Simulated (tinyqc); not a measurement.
From a target level to the width: type-II superlattice in the two-band Kane model. Two cases, with inputs chosen for the exercise.

Problem. Which width a puts the bottom of C1 at the energy below?

Motion along the axis, period d = a + b, c = hbar^2/2m0. Conduction and light-hole bands couple: (E - Ec)(E - Ev) = Ep c k^2 in each layer, with mass m(E) = (E - Ev)/Ep, which may be negative. The conduction envelope psi and psi'/m(E) are continuous; a layer carries them by [[cos kt, (m/k) sin kt], [-(k/m) sin kt, cos kt]] (cosh and sinh for k^2 < 0), and cos(q d) = tr(M_B M_A)/2. C1 is the first miniband above EvB, with its bottom at tr/2 = +1 and its top at -1; the gap is the bottom of C1 less the top heavy-hole level HH1.

Constants: hbar^2/2m0 = 3.80998211 eV angstrom^2.

Find: k in A; kappa in B; a.

Method. At q = 0 the state is even in both layers: (k/m_A) tan(k a/2) = (kappa/m_B) tanh(kappa b/2) with the masses at that energy; the first branch of the arctangent gives a.

Case 1.

Values chosen (near those of an InAs/GaSb superlattice; not measured data): b = 25 angstrom (layer B); EcA = 0 eV (conduction edge of A); EvA = -0.425 eV (valence edge of A); EcB = 0.94 eV (conduction edge of B); EvB = 0.113 eV (valence edge of B); EpA = 14.1 eV (coupling energy in A); EpB = 18.3 eV (coupling energy in B).

bottom of C1 = 0.353871 eV

Solution.

k in A = 0.07163 1/angstrom
kappa in B = 0.04500 1/angstrom
a = 26.0 angstrom

Case 2.

Values chosen (near those of an InAs/GaSb superlattice; not measured data): b = 41 angstrom (layer B); EcA = 0 eV (conduction edge of A); EvA = -0.413 eV (valence edge of A); EcB = 0.98 eV (conduction edge of B); EvB = 0.16 eV (valence edge of B); EpA = 14.1 eV (coupling energy in A); EpB = 18.1 eV (coupling energy in B).

bottom of C1 = 0.304855 eV

Solution.

k in A = 0.06383 1/angstrom
kappa in B = 0.03766 1/angstrom
a = 37.0 angstrom

Computed by tinyqc, one run a case: `OMP_NUM_THREADS=1 python tinyqc.py N N+1 out.jsonl` with N = 1250503, 1250507; one thread of a shared Intel(R) Xeon(R) Processor @ 2.30GHz, about 0.07 s a run at most.
